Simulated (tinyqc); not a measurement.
From results back to parameters: Koster-Slater impurity in an sp3s* host.

Problem. In the Koster-Slater model a defect shifts the s level of its site by Vs and the p levels by Vp; an A1 level solves 1/Vs = G_s(E) and a T2 level 1/Vp = G_p(E), E from the top of the valence band. A defect has an A1 level at E = 1.1386 eV, one of the energies of the table, and a T2 level at 0.3795 eV.

G(E) of the host (1/eV):

| E (eV) | G_s | G_p |
|---|---|---|
| 0.0000 | -0.0987335 | -0.0049530 |
| 0.1898 | -0.1177607 | -0.0366161 |
| 0.3795 | -0.1396470 | -0.0600736 |
| 0.5693 | -0.1656319 | -0.0821059 |
| 0.7590 | -0.1975358 | -0.1048412 |
| 0.9488 | -0.2383057 | -0.1300939 |
| 1.1386 | -0.2932149 | -0.1603350 |
| 1.3283 | -0.3731173 | -0.2000558 |
| 1.5181 | -0.5067687 | -0.2600260 |

Find: Vs, Vp.

Solution. Read G_s and G_p at the two energies and invert them. Vs is attractive and pulls its level down from the conduction bands. Vp is attractive and pulls its level down from the conduction bands.

Vs, Vp (eV): -3.4  -16.6

Computed by tinyqc, a small Python program: `OMP_NUM_THREADS=1 python tinyqc.py 1481040 1481041 out.jsonl` (the numbers bound the seed that draws the inputs); one thread of a shared host (Intel(R) Xeon(R) Processor @ 2.30GHz), about 0.08 s for the whole set of steps.
